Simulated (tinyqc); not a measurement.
Matthiessen's rule against the full average: mobility of a non-polar semiconductor in the relaxation-time approximation. Computed by tinyqc, a small Python program. Command: `OMP_NUM_THREADS=1 python tinyqc.py 3005452 3005453 out.jsonl rta walk`. One thread of a shared host (Intel(R) Xeon(R) Processor @ 2.30GHz), about 0.01 s of CPU time with the checks.

Each valley is treated as a sphere of mass m_d for states and rates, with one isotropic relaxation time; the conductivity mass m_c sets the current.

Inputs (values chosen for the exercise, modelled on holes in germanium):
```
quantity                                            value       unit
longitudinal mass m_l                               0.299        m_0
transverse mass m_t                                 0.299        m_0
equivalent valleys Z                                    1          -
non-parabolicity alpha                                0.3       1/eV
static permittivity eps_s                              16          -
density rho                                          5323     kg/m^3
sound velocity v_l                                   5300        m/s
acoustic deformation potential D_A                    4.5         eV
phonon energy hbar w                                 36.9        meV
optical or intervalley deformation potential D_o      7.8  1e8 eV/cm
final valleys Z_f                                       1          -
carrier density n                                 3.8e+15     1/cm^3
compensation ratio C                                    0          -
temperature T                                         150          K
neutral impurity density N_n                      2.6e+17     1/cm^3
```

Band: Kane. Impurity formula: Conwell-Weisskopf. Further scattering: neutral impurities.

Constants: k_B = 8.617333262e-05 eV/K; m_0 = 9.1093837015e-31 kg; e = 1.602176634e-19 C; hbar = 1.054571817e-34 J s; eps_0 = 8.8541878128e-12 F/m; k_B = 1.380649e-23 J/K; hbar = 6.582119569e-16 eV s.

Method:
- m_d = (m_l m_t^2)^(1/3); 1/m_c = (1/m_l + 2/m_t)/3; Hall mass factor A = 3 K_m (K_m + 2)/(2 K_m + 1)^2, K_m = m_l/m_t; N_I = n (1 + C)/(1 - C).
- Kane band: hbar^2 k^2/(2 m) = E (1 + alpha E), speed v = hbar k/(m (1 + 2 alpha E)), states per spin, volume and energy g(E) = m k (1 + 2 alpha E)/(2 pi^2 hbar^2); overlap factors are set to 1. Here m = m_d. Masses are multiplied by m_0 and all formulas are in SI units.
- The reduced Fermi level eta = E_F/(k_B T) solves n = 2 Z int g f dE with f = 1/(1 + exp(x - eta)) (Z = 1 unless valleys are given); screening length L_s = sqrt(eps_s eps_0 k_B T/(e^2 dn/deta)), dn/deta = 2 Z int g f (1 - f) dE.
- Integrals over x = E/(k_B T) use 160 Gauss-Legendre points in u = sqrt(x) from 0 to sqrt(max(eta, 0) + 32).
- Phonon occupation N_q = 1/(exp(hbar w/(k_B T)) - 1).
- Acoustic deformation potential (elastic, equipartition, absorption and emission together): 1/tau = 2 pi k_B T D_A^2 g(E)/(hbar rho v_l^2).
- Optical or intervalley deformation potential: 1/tau = (pi Z_f D_o^2/(rho w)) [N_q g(E + hbar w) + (N_q + 1) g(E - hbar w)], with g = 0 below the band edge.
- Each optical term is multiplied by (1 - f(E'))/(1 - f(E)), E' the final energy, for Pauli blocking.
- Singly charged impurities, momentum relaxation: 1/tau = N_I e^4 m (1 + 2 alpha E) Phi/(8 pi (eps_s eps_0)^2 hbar^3 k^3), with alpha = 0 for a parabolic band.
- Conwell-Weisskopf: Phi = ln(1 + y^2), y = 4 pi eps_s eps_0 E N_I^(-1/3)/e^2 (largest impact parameter N_I^(-1/3)/2).
- Neutral impurities (Erginsoy): 1/tau = 20 N_n a_B hbar/m, a_B = 4 pi eps_s eps_0 hbar^2/(m e^2).
- mu = (m_d/m_c) (2 Z e/(3 n k_B T)) int g v^2 tau f (1 - f) dE.
- Averages over x are split at the emission threshold x_0 = hbar w/(k_B T): 64 Gauss-Legendre points in sqrt(x) below it and 128 in sqrt(x - x_0) above it, up to x = max(eta, 0) + 32.
- Rates are added at each energy before the average. With <y> = int g v^2 y f (1 - f) dE: Hall factor r_H = A (3 n k_B T/(2 Z m_d)) <tau^2/(1 + 2 alpha E)>/<tau>^2 (alpha = 0 for a parabolic band); Hall mobility r_H mu; |S| = (k_B/e) (<x tau>/<tau> - eta); resistivity 1/(n e mu).
- Matthiessen's rule adds 1/mu of the separate processes.

acoustic mobility = 25138.2 cm^2/(V s)

optical mobility = 47218.2 cm^2/(V s)

ionised impurity mobility = 107040 cm^2/(V s)

neutral impurity mobility = 1012.17 cm^2/(V s)

drift mobility mu = 905.000 cm^2/(V s)

Separate mobilities:
```
process           mu (cm^2/(V s))  share of the sum of 1/mu (%)
acoustic               2.5138e+04                         3.759
optical                4.7218e+04                         2.001
ionised impurity       1.0704e+05                         0.883
neutral impurity       1.0122e+03                        93.357
```

mobility by Matthiessen's rule = 944.93 cm^2/(V s)

excess of Matthiessen's rule over the full mu = 4.4121 %

The rule gives 944.9 against the full 905.0, 4.4 % too high; it can only overestimate, since each separate average is carried by the energies where that process is weak. One process, neutral impurity, holds 93 % of the resistance, so the error is small. Caution: Erginsoy's formula holds for k a_B below about 0.5 and for dopants that stay neutral, which means low temperature; elsewhere it is only a rough constant rate.
